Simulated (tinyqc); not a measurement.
Stillinger-Weber potential for a tetrahedral semiconductor. From one set of inputs to another, one input at a time. Computed by tinyqc, a small Python program. Command: `OMP_NUM_THREADS=1 python tinyqc.py 3029217 3029218 out.jsonl swsi ladder`. One thread of a shared host (Intel(R) Xeon(R) Processor @ 2.30GHz), about 0.07 s of CPU time with the checks.

With x = r/sigma: pair term eps A (B x^-4 - 1) exp(1/(x - a)); for each pair of neighbours j, k of atom i, three-body term eps lambda exp(gamma/(x_ij - a) + gamma/(x_ik - a)) (cos theta_jik + 1/3)^2; both vanish beyond x = a. A = 7.049556277, B = 0.6022245584, a = 1.8.

The inputs printed are set A. Set A is modelled on germanium; the values taken over come from a set modelled on silicon. Inputs not listed in the table keep their values of set A, so the rows need not describe a real material.

Inputs (values chosen for the exercise, modelled on germanium): energy scale eps = 2.002 eV; length scale sigma = 2.184 angstrom; three-body strength lambda = 32.7; gamma = 1.2.

Constants: 1 eV/angstrom^3 = 160.2176634 GPa.

Method. All angles are tetrahedral, so only the pair term acts; its minimum lies at x = 2^(1/6) with depth eps, and second neighbours lie beyond the cut-off. a0 = 4 d/sqrt3; E = -2 eps per atom. Second derivatives of the energy per atom, volume a0^3/8: e_xx gives C11, e_xx = -e_yy gives 2 (C11 - C12), e_xy = e_yx = h/2 gives the unrelaxed C44(0). Under that shear the second sublattice shifts by u_z; minimising over u_z gives C44 = C44(0) - E_hu^2/(E_uu V) and Kleinman's zeta = |E_hu/E_uu|/(a0/4). The optical force constant is k = 4 E_uu, with M omega^2 = k at the zone centre.

Each row keeps all changes above it:
```
input moved                     from     to  C11 (GPa)  C44 (GPa)  optical force constant k (eV/angstrom^2)
set A                              -      -     146.13     62.967                                    35.329
length scale sigma (angstrom)  2.184  2.089     166.99     71.955                                    38.615
energy scale eps (eV)          2.002  2.233     186.25     80.257                                    43.071
three-body strength lambda      32.7   18.9     152.12     54.119                                    36.917
```

C11 goes from 146 to 152, a factor 1.04 in all. The largest single move comes from three-body strength lambda (a factor 0.817), but it runs against the net change; the largest move in the direction of the net change is length scale sigma (a factor 1.14). C44 goes from 63.0 to 54.1, a factor 0.859 in all. The largest single move comes from three-body strength lambda (a factor 0.674), and length scale sigma works against it (a factor 1.14). Optical force constant k goes from 35.3 to 36.9, a factor 1.04 in all. The largest single move comes from three-body strength lambda (a factor 0.857), but it runs against the net change; the largest move in the direction of the net change is energy scale eps (a factor 1.12). The single moves hold for this order of the switches; the total does not depend on the order.

Caution (all rows): the original fit to silicon is too soft in shear (C44) and too stiff for the optical mode.

Extremes, crossings and ranges named in words are read from the listed rows.
